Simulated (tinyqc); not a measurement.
Worked calculation: empirical pseudopotential in a few plane waves. One step of it, computed by the program tinyqc.

Problem. Levels at k. Diagonalise the Hermitian matrix.

H(k) at k (eV), lower triangle:
```
           +0+0+0     -1-1-1     -1-1+1     -1+1-1     -1+1+1     +1-1-1     +1-1+1     +1+1-1
+0+0+0   2.174889
-1-1-1   2.078066  24.944813
-1-1+1  -2.078066   0.000000  24.041244
-1+1-1  -2.078066   0.000000   0.748313  17.354838
-1+1+1  -2.078066  -0.748313   0.000000   0.000000  16.451270
+1-1-1  -2.078066   0.000000   0.748313   0.748313   0.000000  15.005560
+1-1+1  -2.078066  -0.748313   0.000000   0.000000   0.748313   0.000000  14.101992
+1+1-1  -2.078066  -0.748313   0.000000   0.000000   0.748313   0.000000   0.748313   7.415586
+1+1+1   2.078066   0.000000  -0.748313  -0.748313   0.000000  -0.748313   0.000000   0.000000
-2+0+0   0.000000  -2.078066  -2.078066  -2.078066   2.078066   0.740792  -0.740792  -0.740792
+0-2+0   0.000000  -2.078066  -2.078066   0.740792  -0.740792  -2.078066   2.078066  -0.740792
+0+0-2   0.000000  -2.078066   0.740792  -2.078066  -0.740792  -2.078066  -0.740792   2.078066
+0+0+2   0.000000  -0.740792   2.078066  -0.740792  -2.078066  -0.740792  -2.078066   0.740792
+0+2+0   0.000000  -0.740792  -0.740792   2.078066  -2.078066  -0.740792   0.740792  -2.078066
+2+0+0   0.000000  -0.740792  -0.740792  -0.740792   0.740792   2.078066  -2.078066  -2.078066

           +1+1+1     -2+0+0     +0-2+0     +0+0-2     +0+0+2     +0+2+0     +2+0+0
+1+1+1   6.512017
-2+0+0  -0.740792  30.185509
+0-2+0  -0.740792   0.748313  27.836231
+0+0-2  -0.740792   0.748313   0.748313  21.149825
+0+0+2  -2.078066  -0.748313  -0.748313   0.000000  19.342689
+0+2+0  -2.078066  -0.748313   0.000000  -0.748313   0.748313  12.656282
+2+0+0  -2.078066   0.000000  -0.748313  -0.748313   0.748313   0.748313  10.307005
```

Give: eigenvalues.

Solution.

eigenvalues (eV): -0.1404  4.2997  6.6331  8.0463  13.0531  13.9947  15.3259  15.5879  17.2021  21.2519  22.4736  22.8874  26.5032  29.3076  33.0538
